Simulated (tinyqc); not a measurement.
Deep-level transient spectroscopy (DLTS) of one majority-carrier trap: one step, computed by the program tinyqc. Command: `OMP_NUM_THREADS=1 python tinyqc.py 3029611 3029612 out.jsonl dlts walk`. One thread of a shared host (Intel(R) Xeon(R) Processor @ 2.30GHz), about 0.06 s of CPU time with the checks.

A filling pulse loads the traps in a one-sided junction; under reverse bias they empty at the rate e, and the capacitance relaxes as C(t) = C_0 - dC exp(-e t). The signal is S = [C(t_2) - C(t_1)]/dC.

Task: Emission rate at T. e = g sigma v N_b exp(-E/k_B T), v = sqrt(3 k_B T/m), N_b = 2 M (2 pi m k_B T/h^2)^(3/2), sigma = sigma_0, E = E_t.

Inputs (values chosen for the exercise, with mass and screening modelled on GaN):
```
quantity,value,unit
density-of-states mass m,1.44,m_0
valleys M,1,-
trap depth E_t,1.07,eV
cross-section sigma_0,2.7e-16,cm^2
degeneracy ratio g,1,-
temperature T,531,K
```

Carriers: holes. Extra term: none.

Constants: k_B = 8.617333262e-05 eV/K; k_B = 1.380649e-23 J/K; m_0 = 9.1093837015e-31 kg; h = 6.62607015e-34 J s.

Give: thermal velocity v; N_b; sigma; E; emission rate e.

Result:

thermal velocity v = 1.2949e+07 cm/s

N_b = 1.0211e+20 cm^-3

sigma = 2.70e-16 cm^2

E = 1.07 eV

emission rate e = 24.956 1/s
